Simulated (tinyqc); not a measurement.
Coupled-perturbed Hartree-Fock on RHF in the 6-31g basis, for H3-, spin multiplicity 1, step by step. The basis has no diffuse functions, so it cannot describe the extra electron: this is an exercise in the method, not the real anion. One step of it, computed by the program tinyqc.

Task: Response to a field: uncoupled start. Field along y; U_ai = -mu_ai / (e_a - e_i), alpha = -4 sum U_ai mu_ai.

orbital energies (hartree): [-0.241578, 0.005935, 0.487801, 1.323567, 1.404372, 1.435737]

dipole integrals <a|y|i> (bohr), order a3, a4, a5, a6:
```
[[-0.622063, -0.640388],
 [0.068305, -0.027984],
 [-0.023169, -0.000015],
 [-0.101014, 0.022575]]
```

Give: uncoupled U; uncoupled polarisability.

Result:

uncoupled U, order a3, a4, a5, a6:
```
[[0.853, 1.329],
 [-0.044, 0.021],
 [0.014, 0.000],
 [0.060, -0.016]]
```

uncoupled polarisability = 5.568 bohr^3
